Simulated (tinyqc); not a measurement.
CMOS latch-up, two-transistor model: two steps of the calculation.

A parasitic pnp (emitter at Vdd, base shunted by Rw) and npn (emitter at ground, base shunted by Rs) feed each other: the npn collector current flows out of the pnp base node, the pnp collector current into the npn base node. Forward-active transistors with constant gains: Icn = Isn exp(Vn/Vt), Icp = Isp (exp(Vp/Vt) - 1). A current Ii is injected into the npn base node.

Parameters, values chosen for the exercise; values close to those of bulk CMOS: temperature T = 400 K; current gain of the npn bn = 22.7; current gain of the pnp bp = 2.3; saturation current of the npn at T Isn = 3.1e-11 A; saturation current of the pnp at T Isp = 6.7e-11 A; substrate resistance shunting the npn Rs = 97 ohm; well resistance shunting the pnp Rw = 820 ohm; current injected into the substrate Ii = 5.13 mA.

Constants: q = 1.602176634e-19 C, kB = 1.380649e-23 J/K, Vt = kB T/q. Results are converted to the units shown.

Question 1. The off branch. Node equations: Vp/Rw + Icp/bp = Icn and Vn/Rs + Icn/bn = Icp + Ii. Loop gain G = gn gp/[(1/Rw + gp/bp)(1/Rs + gn/bn)], gn = Icn/Vt, gp = (Icp + Isp)/Vt; the off state ends where G = 1, and Ii there is the trigger current. For each Vn: Icn, then Vp from the first equation, then Ii from the second.

Vn, point 0 to 7 (V): 0.377  0.457  0.507  0.537  0.557  0.577  0.592  0.607

Find: Icn; Vp; Icp; Ii; G.

Answer 1.

```
point   Icn (mA)     Vp (V)   Icp (mA)  Ii (mA)          G
0      0.0017432  0.0014294  2.8369e-9   3.8867  8.1482e-9
1       0.017754   0.014559  3.5213e-8   4.7121  1.2122e-7
2       0.075732   0.062100  3.3898e-7   5.2301  2.0391e-6
3        0.18083    0.14828  4.8793e-6   5.5440  5.8561e-5
4        0.32304    0.26484  1.4544e-4   5.7564  0.0030211
5        0.57709    0.45880   0.040428   5.9334     1.0278
6        0.89173    0.54668    0.51760   5.6248     4.3791
7         1.3779    0.58407     1.5310   4.7874     7.1649
```

Ii peaks at 5.933 mA, at Vn = 0.5769 V where G = 1; beyond it the loop feeds itself.

Question 2. Response to the injected current, once round the loop per iteration. Icn = Isn exp(Vn/Vt); Vp solves Vp/Rw + Icp/bp = Icn; Vn(new) solves Vn/Rs + (Isn/bn) exp(Vn/Vt) = Icp + Ii.

Vn at the start = 0.43 V

Give: Icn; Vp; Icp; Vn after iteration 1.

Answer 2.

Icn = 0.008112 mA
Vp = 0.006652 V
Icp = 1.426e-8 mA
Vn after iteration 1 = 0.4974 V

Computed by the program tinyqc: `OMP_NUM_THREADS=1 python tinyqc.py 2670032 2670033 out.jsonl`, one thread of a shared Intel Xeon 2.30GHz, about 0.04 s for the whole run.
